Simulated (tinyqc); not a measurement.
# MOSFET in the linear regime without short-channel effects, parameter extraction from computed curves: two studies

Inversion charge Q = Cox n Vt W0(exp((Vg - VT)/(n Vt))), W0 the Lambert function and n = nf; u = Q/Cox; mobility mu = mu0/(1 + th1 u + th2 u^2); channel resistance Rch = (L - dL)/(W mu Q); Id = Vd/(Rch + Rsd/W). Cox = eps0 eox/tox. Small Vd, no channel-length or drain effects.

Values chosen for this exercise; channel values of the order met in silicon transistors:
```
symbol,value,unit,meaning
T,300,K,temperature
eox,3.9,,relative permittivity of the gate insulator (close to silicon dioxide)
tox,2.6,nm,insulator thickness
mu0,210,cm^2/(V s),low-field mobility
th1,0.77,1/V,first mobility attenuation factor
th2,0.18,1/V^2,second mobility attenuation factor
VT,0.43,V,threshold voltage
nf,1.37,,body factor
W,1,um,gate width
L,0.068,um,drawn gate length
dL,0.007,um,drawn less effective length
Rsd,440,ohm um,source plus drain resistance
Vd,0.05,V,drain voltage
```

Constants: q = 1.602176634e-19 C, kB = 1.380649e-23 J/K, Vt = kB T/q, eps0 = 8.8541878128e-14 F/cm where lengths are in cm. Results are converted to the units shown.

Each table varies one quantity; the others keep the values above.

## Extraction methods against the second mobility attenuation factor

From the continuous curve Id(Vg): tangent at peak gm (V_ext = Vg - Id/gm); constant current Id = 0.1 uA W/L; peak of d2Id/dVg2; Y = Id/sqrt(gm) drawn through Vg = VT + 0.6 and VT + 0.8 V, with intercept VT_Y and slope s. Mobilities gm,max L/(W Cox Vd) and s^2 L/(W Cox Vd) with the drawn L. Last column: share of Rsd/W in the total resistance at VT + 0.8 V.

Extraction methods against the second mobility attenuation factor:

| th2 (1/V^2) | V_ext (V) | constant current (V) | second derivative (V) | VT_Y (V) | mobility from gm (cm^2/(V s)) | mobility from Y (cm^2/(V s)) | series share (%) |
|---|---|---|---|---|---|---|---|
| 0 | 0.398 | 0.377 | 0.407 | 0.476 | 109 | 209 | 47.7 |
| 0.06 | 0.398 | 0.377 | 0.407 | 0.490 | 109 | 223 | 47.2 |
| 0.12 | 0.398 | 0.377 | 0.407 | 0.504 | 109 | 239 | 46.7 |
| 0.18 | 0.398 | 0.377 | 0.407 | 0.518 | 109 | 257 | 46.3 |
| 0.24 | 0.398 | 0.377 | 0.407 | 0.533 | 109 | 276 | 45.8 |
| 0.3 | 0.398 | 0.377 | 0.407 | 0.547 | 108 | 297 | 45.4 |
| 0.36 | 0.398 | 0.377 | 0.407 | 0.561 | 108 | 321 | 45.0 |

What does the comparison show?

The model has VT = 0.43 V and mu0 = 210 cm^2/(V s). Over the table the extracted thresholds move by under 0.5 mV (tangent), under 0.5 mV (constant current), under 0.5 mV (second derivative), 85 mV (Y function). The mobility from gm stays near 109 and that from Y rises from 209 to 321 cm^2/(V s).

## Extraction methods against the body factor

Same model as above.

Extraction methods against the body factor:

| nf | V_ext (V) | constant current (V) | second derivative (V) | VT_Y (V) | mobility from gm (cm^2/(V s)) | mobility from Y (cm^2/(V s)) | series share (%) |
|---|---|---|---|---|---|---|---|
| 1 | 0.411 | 0.401 | 0.416 | 0.518 | 120 | 268 | 46.7 |
| 1.1 | 0.408 | 0.395 | 0.413 | 0.518 | 117 | 265 | 46.6 |
| 1.2 | 0.404 | 0.388 | 0.411 | 0.518 | 113 | 262 | 46.5 |
| 1.3 | 0.401 | 0.382 | 0.409 | 0.519 | 111 | 259 | 46.4 |
| 1.4 | 0.397 | 0.375 | 0.406 | 0.518 | 108 | 256 | 46.3 |
| 1.5 | 0.393 | 0.368 | 0.404 | 0.518 | 105 | 253 | 46.2 |
| 1.6 | 0.389 | 0.360 | 0.401 | 0.518 | 103 | 250 | 46.1 |
| 1.7 | 0.385 | 0.353 | 0.399 | 0.517 | 101 | 247 | 46.0 |

The model has VT = 0.43 V and mu0 = 210 cm^2/(V s). Over the table the extracted thresholds move by 27 mV (tangent), 48 mV (constant current), 18 mV (second derivative), 1.3 mV (Y function). The mobility from gm falls from 120 to 101 and that from Y falls from 268 to 247 cm^2/(V s).

Numbers from tinyqc (`OMP_NUM_THREADS=1 python tinyqc.py 2210079 2210080 out.jsonl`; about 0.01 s on one thread of a shared Intel Xeon 2.30GHz).
